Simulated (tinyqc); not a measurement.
Bloch-Grueneisen resistivity of a metal: one step, computed by the program tinyqc.

Electrons scatter from a Debye spectrum of phonons (n = 5 for scattering within one band, n = 3 for scattering into a second, heavy band) and from static defects.

Question. The integral and the phonon part. J_n(y) = int_0^y x^n e^x/(e^x - 1)^2 dx, by 96 Gauss-Legendre points (upper limit at most 60). rho_ph = (n - 1) rho_1 (T/Theta)^n J_n(Theta/T), with rho_1 = 2 pi lambda_tr k_B Theta/(hbar eps_0 w_p^2), the high-temperature line at T = Theta.

Inputs (values chosen for the exercise, modelled on silver): exponent n = 5; Debye temperature Theta = 212 K; temperature T = 120 K.

Addition: none.

rho_1 = 1.322274 microohm cm

Give: Theta/T; J_n; phonon resistivity rho_ph.

Answer.

Theta/T = 1.7667

J_n = 2.0580

phonon resistivity rho_ph = 0.63249 microohm cm

This is 84.5 % of the straight line rho_1 T/Theta.
